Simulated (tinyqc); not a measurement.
From results back to parameters: plasmons of a degenerate electron gas in the random-phase approximation. Three cases, with inputs chosen for the exercise.

Problem. At small q the plasmon follows E = Ep + B q^2 with B = (3/10)(hbar vF)^2/Ep, hbar vF = 2 c kF/m; n and m are hidden.

Zero temperature, parabolic band: kF = (3 pi^2 n)^(1/3), EF = c kF^2/m, Ep^2 = 8 pi c e2 n/(m eb), qTF^2 = 6 pi e2 n/(eb EF), c = hbar^2/2m0, e2 = e^2/(4 pi eps0), n in 1/angstrom^3 (1e-24 per 1/cm^3).

Constants: hbar^2/2m0 = 3.80998211 eV angstrom^2; e^2/(4 pi eps0) = 14.39964547 eV angstrom.

Case 1.

Values chosen (out of a larger set: a free-electron density near that of K; not measured data): eb = 1 (background dielectric constant).

Ep = 4.33039 eV
B = 2.19351 eV angstrom^2

Case 2.

Values chosen (out of a larger set: a free-electron density near that of Al; not measured data): eb = 1 (background dielectric constant).

Ep = 15.7541 eV
B = 3.37362 eV angstrom^2

Case 3.

Values chosen (out of a larger set: a free-electron density near that of Li; not measured data): eb = 1 (background dielectric constant).

Ep = 8.12690 eV
B = 2.70566 eV angstrom^2

Find: hbar vF; kF; n; m.

Solution. hbar vF = sqrt(B Ep/0.3); Ep^2 = (4 e2/(3 pi eb)) kF^2 hbar vF gives kF, then n and m.

Case 1.

hbar vF = 5.627 eV angstrom
kF = 0.7384 1/angstrom
n = 1.36e+22 1/cm^3
m = 1.000 m0

Case 2.

hbar vF = 13.31 eV angstrom
kF = 1.747 1/angstrom
n = 1.80e+23 1/cm^3
m = 1.000 m0

Case 3.

hbar vF = 8.561 eV angstrom
kF = 1.124 1/angstrom
n = 4.79e+22 1/cm^3
m = 1.000 m0

Computed by tinyqc, one run a case: `OMP_NUM_THREADS=1 python tinyqc.py N N+1 out.jsonl` with N = 1681046, 1681052, 1681056; one thread of a shared Intel(R) Xeon(R) Processor @ 2.30GHz, about 0.01 s a run at most.
